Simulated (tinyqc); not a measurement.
Inside a calculation. Model: bandgap voltage reference from two bipolar transistors.

Program tinyqc, `OMP_NUM_THREADS=1 python tinyqc.py 2062076 2062077 out.jsonl`; Intel Xeon 2.30GHz, shared host, one thread, about 0.02 s. Printed values are rounded.

Two transistors of area 1 and N carry the same current I. Is(T) = Is (T/T0)^eta exp[(Vg0 q/kB)(1/T0 - 1/T)], VBE1 = Vt ln(I/Is(T)) + I rb, VBE2 = Vt ln(I/(N Is(T))) + I rb/N. The amplifier forces I R1(T) = VBE1 - VBE2 + Vos, with R(T) = R (1 + tc (T - T0)) for both resistors, and the output is Vref = VBE1 + I R2(T). Base currents and the Early effect are neglected.

Inputs (values chosen for the exercise); values of the order met in silicon bipolar transistors:
```
symbol    value   unit                                                   meaning
T0          300      K                                     reference temperature
Vg0       1.172      V                      band-gap voltage extrapolated to 0 K
eta         3.1                   temperature exponent of the saturation current
Is      2.6e-18      A           saturation current of the unit transistor at T0
N             8                              area ratio of the second transistor
R1           13   kohm  resistor across which the difference of VBE falls, at T0
tc            0  ppm/K                 temperature coefficient of both resistors
Vos           0     mV                                   offset of the amplifier
rb           34    ohm                  series resistance of the unit transistor
R2        114.6   kohm                                     output resistor at T0
T           233      K                                               temperature
```

Constants: q = 1.602176634e-19 C, kB = 1.380649e-23 J/K. Results are converted to the units shown.

## Operating point at the reference temperature

Vt = kB T/q; I = (Vt ln N + Vos)/(R1(T) - rb (1 - 1/N)). Evaluate at T = T0.

Vt = 0.02585200 V
I = 4.144694 uA
Is(T) = 2.6e-18 A
VBE1 = 0.7265133 V
I R2 = 0.4749820 V
Vref = 1.201495 V

## Operating point at another temperature

Vt = kB T/q; I = (Vt ln N + Vos)/(R1(T) - rb (1 - 1/N)).

Vt = 0.02007839 V
I = 3.219046 uA
Is(T) = 2.589010e-24 A
VBE1 = 0.8366622 V
I R2 = 0.3689027 V
Vref = 1.205565 V

From T0 to T, VBE1 changes by 110 mV and I R2 by -106 mV, which leaves 4.07 mV in Vref.

## Resistor for zero slope at T0, ideal case

With tc = 0, Vos = 0 and rb = 0 the current is proportional to T, dVBE/dT = (VBE - Vg0 - (eta - 1) Vt)/T, and Vref has zero slope at T0 when Vref = Vg0 + (eta - 1) Vt0. Find VBE1, its slope, that Vref, R2/R1 and the curvature d2Vref/dT2 = -(eta - 1) kB/(q T0).

VBE1 = 0.7263132 V
dVBE/dT = -1.666587 mV/K
Vref = 1.226289 V
R2/R1 = 9.300543
curvature = -0.6032133 uV/K^2
